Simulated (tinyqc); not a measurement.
Three-level Kane dispersion of a narrow-gap semiconductor: one step. The three bands at one k. Three cases, with inputs chosen for the exercise.

Question. Expand the equation into E^3 + a2 E^2 + a1 E + a0 = 0 and give its roots; compare with the two-level form (Dso to infinity) E = Eg/2 +/- sqrt(Eg^2/4 + (2/3) P^2 k^2).

Zero of energy at Gamma8, c = hbar^2/2m0, P^2 = Ep c. The free-electron term and remote bands are left out, so the heavy holes are flat at E = 0 and the other three bands obey E (E - Eg)(E + Dso) = P^2 k^2 (E + 2 Dso/3). The conduction band is the highest root; its edge is Ec = max(Eg, 0).

Constants: hbar^2/2m0 = 3.80998211 eV angstrom^2.

Give: P^2 k^2; a2, a1, a0; roots; two-level form.

Case 1.

Values chosen (near those of HgTe; the results hold for these values, not for the real material): Eg = -0.294 eV (E(Gamma6) - E(Gamma8)); Dso = 1.03 eV (spin-orbit splitting); Ep = 19.3 eV (Kane energy); k = 0.02 1/angstrom (wave vector).

Answer.

P^2 k^2 = 0.029413 eV^2

a2, a1, a0: 1.324000  0.273407  -0.020197

roots (eV): -1.0434  -0.3379  0.0573

two-level form (eV): -0.3500  0.0560

The two-level form misses the highest root by -1.3 meV. The order is inverted: the band that would be the light hole curves upward from Gamma8 and touches the heavy holes, so there is no gap.

Case 2.

Values chosen (a narrow-gap II-VI alloy; the results hold for these values, not for the real material): Eg = 0.188 eV (E(Gamma6) - E(Gamma8)); Dso = 1.02 eV (spin-orbit splitting); Ep = 18.5 eV (Kane energy); k = 0.016 1/angstrom (wave vector).

Answer.

P^2 k^2 = 0.018044 eV^2

a2, a1, a0: 0.832000  -0.209804  -0.012270

roots (eV): -1.0250  -0.0494  0.2424

two-level form (eV): -0.0504  0.2384

The two-level form misses the highest root by -3.9 meV. The order is normal: Gamma6 forms the conduction band.

Case 3.

Values chosen (a gap close to zero; the results hold for these values, not for the real material): Eg = 0.059 eV (E(Gamma6) - E(Gamma8)); Dso = 0.96 eV (spin-orbit splitting); Ep = 18.8 eV (Kane energy); k = 0.036 1/angstrom (wave vector).

Answer.

P^2 k^2 = 0.092829 eV^2

a2, a1, a0: 0.901000  -0.149469  -0.059411

roots (eV): -0.9913  -0.2038  0.2941

two-level form (eV): -0.2210  0.2800

The two-level form misses the highest root by -14.1 meV. The order is normal: Gamma6 forms the conduction band.

Computed by tinyqc, one run a case: `OMP_NUM_THREADS=1 python tinyqc.py N N+1 out.jsonl` with N = 1080234, 1080301, 1080344; one thread of a shared Intel(R) Xeon(R) Processor @ 2.30GHz, about 0.01 s a run at most.
